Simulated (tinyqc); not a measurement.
# Worked calculation: random telegraph noise from one oxide trap in a small MOSFET

Computed by the program tinyqc: `OMP_NUM_THREADS=1 python tinyqc.py 2710089 2710090 out.jsonl`, one thread of a shared Intel Xeon 2.30GHz, about 0.01 s for the whole run. Printed values are rounded.

An acceptor-like trap exchanges electrons with the channel. Inversion charge Q = Cox u, u = n Vt W0(exp((Vg - VT)/(n Vt))), W0 the Lambert function, n = nf, Cox = eps0 eox/tox; linear regime Id = (W/L) mu Q Vd. Relative to threshold the surface potential rises by Vt ln(u/u0) and the oxide voltage by the rest of Vg - VT, with u0 = n Vt W0(1).

Parameters, values chosen for the exercise; values of the order met in silicon transistors:
```
symbol  value        unit                                                                 meaning
T         300           K                                                             temperature
eox      25.2              relative permittivity of the gate insulator (close to zirconium oxide)
tox       8.4          nm                                                     insulator thickness
xt        2.4          nm                            depth of the trap from the channel interface
E0       0.22          eV                   trap level above the channel Fermi level at threshold
s0      2e-15        cm^2                                                       capture prefactor
EB       0.39          eV                                    capture barrier (lattice relaxation)
lt       0.15          nm                                                 tunnelling decay length
vth     2.1e7        cm/s                                                        thermal velocity
zi          2          nm                                        thickness of the inversion layer
VT       0.48           V                                                       threshold voltage
nf       1.13                                                                         body factor
W         120          nm                                                              gate width
L          78          nm                                                             gate length
mu        110  cm^2/(V s)                                                                mobility
asc         0         V s                              scattering coefficient of the charged trap
Vd       0.05           V                                                           drain voltage
Vg       0.99           V                                                            gate voltage
```

Constants: q = 1.602176634e-19 C, kB = 1.380649e-23 J/K, Vt = kB T/q, eps0 = 8.8541878128e-14 F/cm where lengths are in cm. Results are converted to the units shown.

Range of the model: VT is taken as given; short-channel effects and the uneven flow of current among few electrons are left out.

## Trap level, time constants and occupancy

N = Cox u/q; dpsi = Vt ln(u/u0); E = E0 - dpsi - (xt/tox)(Vg - VT - dpsi); capture time tc = 1/[(N/zi) vth s0 exp(-xt/lt - EB/Vt)]; emission time te = tc exp(-E/Vt); occupancy te/(tc + te).

u = 0.431350 V
N = 7.15137e12 cm^-2
dpsi = 0.0842635 V
E = 0.0140975 eV
tc = 21.0773 s
te = 12.2176 s
occupancy = 0.366952

The trap lies 0.55 Vt above the Fermi level, so it is empty most of the time.

## Step height

A = W L; threshold step dV = q (1 - xt/tox)/(Cox A); gm/Id = 1/(u + n Vt); relative step dI/I = (gm/Id) dV + asc mu/A. Id as defined.

electrons in the channel N A = 669.369
dV = 0.460295 mV
gm/Id = 2.17126 1/V
number part of dI/I = 0.0999419 %
dI/I = 0.0999419 %
Id = 9.69503 uA
dI = 9.68940 nA

## Lorentzian spectrum

Spectrum S(f) = 4 dI^2/{(tc + te)[(1/tc + 1/te)^2 + (2 pi f)^2]}; corner fc = (1/tc + 1/te)/(2 pi); variance dI^2 tc te/(tc + te)^2. Give S at f = 0, at fc and at 10 fc.

fc = 0.0205777 Hz
S(0) = 6.74719e-16 A^2/Hz
S(fc) = 3.37360e-16 A^2/Hz
S(10 fc) = 6.68039e-18 A^2/Hz
rms current = 4.67003 nA

The rms value is 0.482 of the step; it reaches its largest share, 1/2, when tc = te.
